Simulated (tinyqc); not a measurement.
Inside a calculation. Method: plane-wave Kohn-Sham cycle with exchange-only LDA in a layered model solid. One step of it, computed by the program tinyqc.

Task: Iteration 1: levels at that k. Diagonalise the Hermitian matrix.

H (hartree), order -2, -1, +0, +1, +2:
```
[[0.717632, -0.360000, 0.000000, 0.000000, 0.000000],
 [-0.360000, 0.002530, -0.360000, 0.000000, 0.000000],
 [0.000000, -0.360000, -0.235838, -0.360000, 0.000000],
 [0.000000, 0.000000, -0.360000, 0.002530, -0.360000],
 [0.000000, 0.000000, 0.000000, -0.360000, 0.717632]]
```

Give: eigenvalues.

Result:

eigenvalues (hartree): [-0.6774, -0.1473, 0.2533, 0.8675, 0.9084]
